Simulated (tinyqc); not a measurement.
Quantum-well laser, gain and threshold: two steps of the calculation.

One electron and one heavy-hole subband per well, parabolic, with equal sheet densities n of electrons and holes; k-conserving transitions, TE polarisation, no line broadening, so the gain starts as a step at E0 and peaks there. All wells are pumped alike.

Values chosen for this exercise; well values close to those of gallium arsenide:

| symbol | value | unit | meaning |
|---|---|---|---|
| T | 293 | K | temperature |
| E0 | 1.44 | eV | lowest transition energy |
| me | 0.0686 | m0 | in-plane electron mass |
| mh | 0.329 | m0 | in-plane hole mass |

Constants: q = 1.602176634e-19 C, kB = 1.380649e-23 J/K, Vt = kB T/q. Results are converted to the units shown.

Question 1. Threshold density by Newton steps. fe = 1 - exp(-n/Nc) and fh = 1 - exp(-n/Nv) are the fillings of the two band edges; f = g0 (fe + fh - 1) - gth; f' = g0 [(1 - fe)/Nc + (1 - fh)/Nv]; n(new) = n - f/f'.

n after iteration 1 = 1.3535019e12 cm^-2
Nc = 7.2353879e11 cm^-2
Nv = 3.4700330e12 cm^-2
g0(E0) = 8496.9282 1/cm
gth = 1729.2523 1/cm

Find: fe; fh; f; f'; n after iteration 2.

Answer 1.

fe = 0.8460
fh = 0.3230
f = -293.6 1/cm
f' = 3.467e-9 cm
n after iteration 2 = 1.438e12 cm^-2

Question 2. Gain spectrum at threshold. At photon energy E: fe = 1/(1 + exp(((mr/me)(E - E0) - Fc)/Vt)), fh = 1/(1 + exp(((mr/mh)(E - E0) - Fv)/Vt)), g = g0(E0)(E0/E)(fe + fh - 1).

| point | E - E0 (eV) |
|---|---|
| 0 | 0 |
| 1 | 0.006 |
| 2 | 0.012 |
| 3 | 0.018 |
| 4 | 0.024 |
| 5 | 0.03 |
| 6 | 0.036 |
| 7 | 0.042 |

Fc = 0.046597044 eV
Fv = -0.016756916 eV
mr = 0.056764085 m0
g0(E0) = 8496.9282 1/cm

Give: fe; fh; g.

Answer 2.

| point | fe | fh | g (1e3 1/cm) |
|---|---|---|---|
| 0 | 0.8636 | 0.3399 | 1.729 |
| 1 | 0.8387 | 0.3308 | 1.434 |
| 2 | 0.8103 | 0.3218 | 1.113 |
| 3 | 0.7783 | 0.3129 | 0.765 |
| 4 | 0.7425 | 0.3041 | 0.390 |
| 5 | 0.7031 | 0.2955 | -0.011 |
| 6 | 0.6605 | 0.2871 | -0.434 |
| 7 | 0.6152 | 0.2787 | -0.876 |

The gain turns into absorption at E - E0 = Fc + Fv = 0.0298 eV (Bernard-Duraffourg condition), inside the listed range.

Range of the model: The second hole subband, left out here, lies within about 2 Vt of the first in a well this wide.

tinyqc, about 0.02 s, one thread, Intel Xeon 2.30GHz (shared host): `OMP_NUM_THREADS=1 python tinyqc.py 2840109 2840110 out.jsonl`
